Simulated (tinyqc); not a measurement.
Worked calculation: space-charge-limited current through a thin insulating or semi-insulating film with traps. Computed by tinyqc, a small Python program that keeps every step. Command: `OMP_NUM_THREADS=1 python tinyqc.py 3027117 3027118 out.jsonl sclc walk`. One thread of a shared host (Intel(R) Xeon(R) Processor @ 2.30GHz), about 0.01 s of CPU time with the checks. Intermediate numbers are printed to about 7 digits and carried at full precision; extremes and crossings named in words are read from the listed rows.

One ohmic injecting contact at x = 0 (field zero), drift only, non-degenerate free carriers.

Inputs (values chosen for the exercise, modelled on semi-insulating GaN):

| quantity | value | unit |
|---|---|---|
| permittivity eps | 9.7 | - |
| band mobility mu | 220 | cm^2/(V s) |
| effective density of states N_c | 2.3e+18 | 1/cm^3 |
| trap density N_t | 8.5e+15 | 1/cm^3 |
| equilibrium Fermi level below the band edge, E_0 | 0.55 | eV |
| thickness d | 830 | nm |
| free density at the anode, in units of N_c | 2.4e-07 | - |
| temperature T | 350 | K |
| trap level E_t below the band edge | 0.41 | eV |

Traps: single level.

Constants: k_B = 8.617333262e-05 eV/K; e = 1.602176634e-19 C; eps_0 = 8.8541878128e-12 F/m.

## Equilibrium and landmark voltages

Free density n_0 = N_c exp(-E_0/k_B T) in equilibrium; trapped density n_t(n) = N_t/(1 + n_1/n), n_1 = N_c exp(-E_t/k_B T). theta = n/(n + n_t) at the anode density; trap-filled-limit voltage V_TFL = e (N_t - n_t(n_0)) d^2/(2 eps eps_0).

n_0 = 2.767428e+10 1/cm^3

n_t(n_0) = 8.115980e+13 1/cm^3

theta = 4.025084e-04

V_TFL = 5.409640 V

## One point of the curve

J = e mu n F and (eps eps_0/e) dF/dx = n - n_0 + n_t(n) - n_t(n_0) = rho(n). With F = J/(e mu n): d = (eps eps_0 J/(e^2 mu)) I_1 and V = (eps eps_0 J^2/(e^3 mu^2)) I_2, I_k = int_(n_L)^infinity dn/(n^(k+1) rho(n)), n_L the density at the anode; with u = n_L/n, 200 Gauss-Legendre points in t, u = 1 - (1 - t)^2. Anode field J/(e mu n_L); Mott-Gurney current (9/8) eps eps_0 mu V^2/d^3; ohmic current e n_0 mu V/d.

I_1 = 7.992502e-28 cm^6

I_2 = 9.035192e-40 cm^9

current density J = 0.6828390 A/cm^2

voltage V = 1.817682 V

anode field over mean field V/d = 1.602531

trap-free Mott-Gurney current = 1228.280 A/cm^2

ohmic current = 0.02136237 A/cm^2

J is 5.56e-4 times the trap-free law and 32.0 times the ohmic current; theta is 4.03e-4. The field ratio is 1 for ohmic flow, 3/2 for the square law and 2 for a uniform fixed charge; here 1.60.

## The whole curve

The last column is d ln J/d ln V up to the next row.

Current against voltage:

| n_L (1/cm^3) | V (V) | J (A/cm^2) | slope |
|---|---|---|---|
| 2.90e+10 | 3.790559e-02 | 5.674843e-04 | 1.64440 |
| 1.20e+11 | 4.727594e-01 | 3.598453e-02 | 2.17530 |
| 5.20e+11 | 1.742642e+00 | 6.145714e-01 | 3.05003 |
| 2.20e+12 | 3.695348e+00 | 6.084796e+00 | 6.22014 |
| 9.40e+12 | 4.954120e+00 | 3.768249e+01 | 14.93041 |
| 4.00e+13 | 5.505101e+00 | 1.819424e+02 | 14.77725 |
| 1.70e+14 | 6.106037e+00 | 8.410529e+02 | 7.23472 |
| 7.10e+14 | 7.613277e+00 | 4.149520e+03 | 3.81195 |
| 3.00e+15 | 1.235944e+01 | 2.631086e+04 | 2.56589 |
| 1.30e+16 | 3.021838e+01 | 2.608547e+05 | 2.15758 |
| 5.40e+16 | 1.008051e+02 | 3.509697e+06 | 2.04012 |
| 2.30e+17 | 4.024860e+02 | 5.914612e+07 | - |

The slope starts at 1.64, peaks at 14.9 between 4.95 and 5.51 V and ends at 2.04. Rows below 0.30 V (10 k_B T/e) are formal, since diffusion from the contact rules there. Self-heating is left out, although J V exceeds 1e5 W/cm^2 at the last row. The last rows ignore velocity saturation (mu V/d above 1e7 cm/s). Rows above 249 V are formal, since the mean field exceeds 3 MV/cm and breakdown sets in. The steep part is the filling of the level near V_TFL = 5.41 V, from which N_t can be read; below it a slope near 2, where the rows show one, belongs to the square law scaled by theta.

Checks made by the program: trap-free limit against the Mott-Gurney law (relative difference 5e-08).
